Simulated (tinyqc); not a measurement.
Comparisons within one model: heavy doping: gap narrowing, degeneracy and the minority density. A value that a table varies takes the place of the one given here.

F_j(eta) = (1/Gamma(j + 1)) integral_0^infinity x^j dx/(1 + exp(x - eta)), which tends to exp(eta) for eta << 0.

Empirical narrowing (Slotboom form, constants chosen for the exercise; published fits of this form give the apparent narrowing, here it is taken as the true one): dEg = E0 [ln(N/N0) + sqrt(ln(N/N0)^2 + C)].

Majority: N = Nc F_1/2(eta), eta the distance of EF beyond the majority band edge in kT. Degeneracy factor gam = F_1/2(eta)/exp(eta). ni0^2 = Nc Nv exp(-Eg/kT); product n p = ni0^2 gam exp(dEg/kT), dEg the true narrowing; apparent narrowing dEa = dEg + kT ln gam; minority density = n p/N.

Bipolar transistor with N as emitter doping: beta = K (N/NB) exp((dEa_B + dG - dEa_E)/kT), dEa_E = dEg(N) + kT ln gam, dEa_B = dEg(NB). For the sweep in T, Nc is scaled as (T/T0)^(3/2) from its value at T0 = T.

Constants: kB = 8.617333262e-05 eV/K.

Parameters, chosen for this exercise (gap and densities of states near those of Si at this temperature; narrowing constants near the fits for Si; shifted at random, so the results belong to these values and not to a real crystal):
```
symbol  value     unit    meaning
Eg      1.083     eV      gap
Nc      5.01e+19  1/cm^3  conduction-band density of states
Nv      2.07e+19  1/cm^3  valence-band density of states
T       450       K
E0      6.34      meV     narrowing scale
N0      8.2e+16   1/cm^3  onset density
C       0.5               smoothing constant
N       9.5e+19   1/cm^3  ionised donors, equal to the majority density
NB      1e+18     1/cm^3  base doping
K       4                 ratio (D_B W_E)/(D_E W_B)
dG      80        meV     extra narrowing of the base by alloying
```

## Narrowing against degeneracy

N takes the values listed; the last column is N over the factor gam exp(dEg/kT), the doping that a simple model would need to give the same minority density.

Results:
```
N (1/cm^3),eta,gam,dEg (meV),dEa (meV),minority (1/cm^3),effective doping (1/cm^3)
2.0e+17,-5.52,0.999,12.9,12.8,5.36e+09,1.44e+17
5.0e+17,-4.60,0.996,23.8,23.6,2.83e+09,2.72e+17
2.0e+18,-3.21,0.986,41.0,40.4,1.09e+09,7.05e+17
5.0e+18,-2.27,0.965,52.5,51.1,5.76e+08,1.34e+18
2.0e+19,-0.78,0.869,70.0,64.5,2.04e+08,3.79e+18
5.0e+19,0.35,0.706,81.6,68.1,8.91e+07,8.64e+18
2.0e+20,2.73,0.262,99.1,47.1,1.30e+07,5.94e+19
4.0e+20,4.65,0.0767,107.9,8.3,2.39e+06,3.23e+20
1.0e+21,8.80,0.00300,119.5,-105.7,5.04e+04,1.53e+22
```

dEg grows steadily to 119.5 meV, while the apparent value peaks at 68.1 meV for N = 5e+19 and falls to -105.7 meV as the Fermi level enters the band (a negative value is not met in measurements: parabolic bands with a fixed mass overstate the filling). N grows by a factor 25 from the third to the sixth row and the effective doping by 12.3.

## Current gain against temperature

Gain:
```
T (K),beta,beta with dG = 0,without narrowing
150,4.92e+04,101,380
200,1.15e+04,111,380
250,5.01e+03,122,380
300,2.96e+03,134,380
350,2.07e+03,146,380
400,1.59e+03,156,380
450,1.31e+03,166,380
```

dEa_B + dG - dEa_E at T0 = 48.0 meV

beta is 4.92e+04 at 150 K and 1.31e+03 at 450 K, since the net exponent is positive: the gap is narrower in the base. At 300 K narrowing and degeneracy change the gain by a factor 0.353 and alloying the base by 22.1.

## What moves the minority density and the gain

All results formed anew. Each row changes one parameter from the base and keeps the others.

Results:
```
case,dEg (meV),dEa (meV),minority (1/cm^3),beta
base,89.68,64.34,4.26e+07,1.31e+03
N = 1.9e+20 1/cm^3,98.45,48.93,1.43e+07,3.90e+03
E0 = 7.608 meV,107.62,82.27,6.77e+07,975
N0 = 1.64e+17 1/cm^3,80.92,55.57,3.40e+07,1.32e+03
Eg = 1.103 eV,89.68,64.34,2.54e+07,1.31e+03
Nc = 6.51e+19 1/cm^3,89.68,70.06,6.42e+07,1.13e+03
NB = 2e+18 1/cm^3,89.68,64.34,4.26e+07,819
```

The largest shifts from the base row, up to three for each result and ties (the steps differ in size, so this ranks the rows, not the parameters). dEg (meV): E0 +17.94, N +8.77, N0 -8.76; unchanged at the printed digits by Eg, Nc and NB. dEa (meV): E0 +17.94, N -15.40, N0 -8.76; unchanged at the printed digits by Eg and NB. minority (1/cm^3): N -2.83e+07, E0 +2.51e+07, Nc +2.16e+07; unchanged at the printed digits by NB. beta: N +2.59e+03, NB -491, E0 -335; unchanged at the printed digits by Eg.

Run: tinyqc, `OMP_NUM_THREADS=1 python tinyqc.py 1681853 1681854 out.jsonl`; Intel(R) Xeon(R) Processor @ 2.30GHz, one thread, shared host; about 0.01 s of CPU time with all checks.
